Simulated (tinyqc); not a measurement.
Molecular dynamics of a small cluster by velocity Verlet steps: one step, computed by the program tinyqc. Command: `OMP_NUM_THREADS=1 python tinyqc.py 3023743 3023744 out.jsonl verlet walk`. One thread of a shared host (Intel(R) Xeon(R) Processor @ 2.30GHz), about 0.1 s of CPU time with the checks.

E = sum_(i<j) phi(r_ij), phi(r) = eps [exp(-2 alpha (r - r0)) - 2 exp(-alpha (r - r0))]; the force on i is -sum_j phi'(r_ij) (R_i - R_j)/r_ij.

Question. Step 1. Velocity Verlet: a = c F/M with c = 9.648533212e-3 angstrom/fs^2 per eV/(angstrom u); R(new) = R + v dt + a dt^2/2; v(new) = v + (a + a(new)) dt/2. Kinetic energy K = M v^2/(2c); temperature T = 2K/((3N - 3) k_B), rotation of the cluster included. After each step v is scaled by sqrt(1 + (dt/tau)(T0/T - 1)).

Inputs (values chosen for the exercise, for model atoms):
```
quantity               value        unit
length r0               3.11    angstrom
well depth eps          0.65          eV
stiffness alpha          1.8  1/angstrom
atomic mass M            156           u
time step dt               4          fs
target temperature T0    300           K
coupling time tau         50          fs
```

Potential: Morse. Thermostat: Berendsen.

starting positions (angstrom):
```
           x      y      z
atom 1  0.01   0.05  -0.02
atom 2  3.16  -0.01   0.03
atom 3  1.49   2.68   0.03
atom 4  1.62   0.96   2.55
```

starting velocities (angstrom/fs):
```
               x         y         z
atom 1   0.00079   0.00097    0.0009
atom 2    -9e-05  -0.00024     3e-05
atom 3  -0.00109   0.00052  -0.00063
atom 4   0.00039  -0.00124  -0.00031
```

Constants: 1 eV/(angstrom u) = 9.648533212e-03 angstrom/fs^2; k_B = 8.617333262e-05 eV/K.

Give: positions after step 1; new forces; velocities after step 1; total energy.

Answer.

positions after step 1 (angstrom):
```
            x       y       z
atom 1  0.013   0.054  -0.016
atom 2  3.160  -0.011   0.030
atom 3  1.486   2.682   0.027
atom 4  1.622   0.955   2.549
```

new forces (eV/angstrom):
```
              x        y        z
atom 1  -0.0245  -0.4132   0.1411
atom 2  -0.2468   0.1813  -0.0191
atom 3   0.3627   0.4151  -0.1937
atom 4  -0.0914  -0.1832   0.0717
```

velocities after step 1 (angstrom/fs):
```
                x          y          z
atom 1   0.000831   0.000919   0.000987
atom 2  -0.000161  -0.000207   0.000028
atom 3  -0.001057   0.000656  -0.000718
atom 4   0.000387  -0.001358  -0.000308
```

total energy = -3.802 eV
